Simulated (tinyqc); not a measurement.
Polytypes and stacking faults of a tetrahedral semiconductor in an axial Ising model with couplings up to third neighbours: one step, computed by the program tinyqc.

Each double layer has s = +1 or -1 for the sense of its stacking step; E per pair of atoms = E0 - sum_n J_n <s_i s_(i+n)>, n = 1, 2, 3. Hexagonality h = (1 - <s_i s_(i+1)>)/2.

Task: Back from three energies to J1, J2, J3. With d2, d4, d6 the energies of 2H, 4H, 6H over 3C: d2 = 2 J1 + 2 J3, d4 = J1 + 2 J2 + J3, d6 = (2/3) J1 + (4/3) J2 + 2 J3, so J2 = (d4 - d2/2)/2, J3 = (3/4)(d6 - (2/3) d4), J1 = d2/2 - J3.

E(2H) - E(3C) = 19.52 meV/pair

E(6H) - E(3C) = 5.350667 meV/pair

E(4H) - E(3C) = 8.266 meV/pair

Give: J1 recovered; J2 recovered; J3 recovered.

Result:

J1 recovered = 9.88 meV/pair

J2 recovered = -0.747 meV/pair

J3 recovered = -0.1200 meV/pair
